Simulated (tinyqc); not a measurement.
Type-II superlattice in the two-band Kane model: one step. Electron mass along the axis. Three cases, with inputs chosen for the exercise.

Task: m_z = -2 c f'/d^2 with f = tr/2 differentiated at the bottom of C1 (central difference of 1e-6 eV); compare the bulk edge mass (EcA - EvA)/EpA.

Motion along the axis, period d = a + b, c = hbar^2/2m0. Conduction and light-hole bands couple: (E - Ec)(E - Ev) = Ep c k^2 in each layer, with mass m(E) = (E - Ev)/Ep, which may be negative. The conduction envelope psi and psi'/m(E) are continuous; a layer carries them by [[cos kt, (m/k) sin kt], [-(k/m) sin kt, cos kt]] (cosh and sinh for k^2 < 0), and cos(q d) = tr(M_B M_A)/2. C1 is the first miniband above EvB, with its bottom at tr/2 = +1 and its top at -1; the gap is the bottom of C1 less the top heavy-hole level HH1.

Constants: hbar^2/2m0 = 3.80998211 eV angstrom^2.

Case 1.

Values chosen (near those of an InAs/GaSb superlattice; not measured data): a = 32 angstrom (layer A); b = 25 angstrom (layer B); EcA = 0 eV (conduction edge of A); EvA = -0.411 eV (valence edge of A); EcB = 0.924 eV (conduction edge of B); EvB = 0.103 eV (valence edge of B); EpA = 14.1 eV (coupling energy in A); EpB = 18.3 eV (coupling energy in B).

bottom of C1 = 0.293378 eV

Case 2.

Values chosen (near those of an InAs/GaSb superlattice; not measured data): a = 42 angstrom (layer A); b = 27 angstrom (layer B); EcA = 0 eV (conduction edge of A); EvA = -0.411 eV (valence edge of A); EcB = 0.98 eV (conduction edge of B); EvB = 0.155 eV (valence edge of B); EpA = 14.5 eV (coupling energy in A); EpB = 18.1 eV (coupling energy in B).

bottom of C1 = 0.242109 eV

Case 3.

Values chosen (near those of an InAs/GaSb superlattice; not measured data): a = 47 angstrom (layer A); b = 36 angstrom (layer B); EcA = 0 eV (conduction edge of A); EvA = -0.425 eV (valence edge of A); EcB = 0.913 eV (conduction edge of B); EvB = 0.103 eV (valence edge of B); EpA = 14.3 eV (coupling energy in A); EpB = 17.7 eV (coupling energy in B).

bottom of C1 = 0.220043 eV

Give: f'; m_z; bulk edge mass of A.

Result:

Case 1.

f' = -16.13 1/eV
m_z = 0.0378 m0
bulk edge mass of A = 0.0291 m0

Case 2.

f' = -22.51 1/eV
m_z = 0.0360 m0
bulk edge mass of A = 0.0283 m0

Case 3.

f' = -38.10 1/eV
m_z = 0.0421 m0
bulk edge mass of A = 0.0297 m0

Computed by tinyqc, one run a case: `OMP_NUM_THREADS=1 python tinyqc.py N N+1 out.jsonl` with N = 1252518, 1280716, 1280778; one thread of a shared Intel(R) Xeon(R) Processor @ 2.30GHz, about 0.1 s a run at most.
